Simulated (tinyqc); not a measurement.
One gate, two gates and a surrounding gate.

Below threshold the potential that source and drain add obeys Laplace's equation, vanishes on the gates and decays along the channel as exp(-k y). The same ts (depleted depth over a conducting body, body thickness or wire diameter), ti and permittivities in three geometries; k is the smallest positive root of: one gate, f(k) = eps_r sin(k ti) cos(k ts) + ei cos(k ti) sin(k ts); two gates, f(k) = ei cos(k ti) cos(k ts/2) - eps_r sin(k ti) sin(k ts/2); wire, f(k) = ei J0(u)[J1(u) Y0(v) - Y1(u) J0(v)] - eps_r J1(u)[J0(u) Y0(v) - Y0(u) J0(v)], u = k ts/2, v = u + k ti. Parabolic estimates of l: sqrt((eps_r/ei) ts ti); sqrt((eps_r/(2 ei)) ts ti (1 + ei ts/(4 eps_r ti))); sqrt([2 eps_r ts^2 ln(1 + 2 ti/ts) + ei ts^2]/(16 ei)), in the same order.

Values chosen for this exercise; permittivities: semiconductor close to that of silicon, insulator close to that of aluminium oxide: relative permittivity of the semiconductor eps_r = 11.5; relative permittivity of the insulator ei = 8.82; insulator thickness ti = 2.5 nm; body thickness ts = 9 nm.

Scale lengths (nm):

|  | Lambda = pi/k | l = 1/k | l(parabolic) |
|---|---|---|---|
| one gate over a conducting body | 12.001 | 3.8200 | 5.4163 |
| two gates | 15.169 | 4.8284 | 4.9793 |
| wire | 9.8677 | 3.1410 | 3.3008 |

What do the numbers show?

The wire has the shortest scale length, 0.651 times that of the double gate; the single gate over a conducting body has 0.791 times it, its layer ending directly on a conductor where the double gate has a second insulator. The parabolic estimates are 42 % above, 3.1 % above and 5.1 % above the exact l, in the order of the rows.

tinyqc, about 0.01 s, one thread, Intel Xeon 2.30GHz (shared host): `OMP_NUM_THREADS=1 python tinyqc.py 2420149 2420150 out.jsonl`
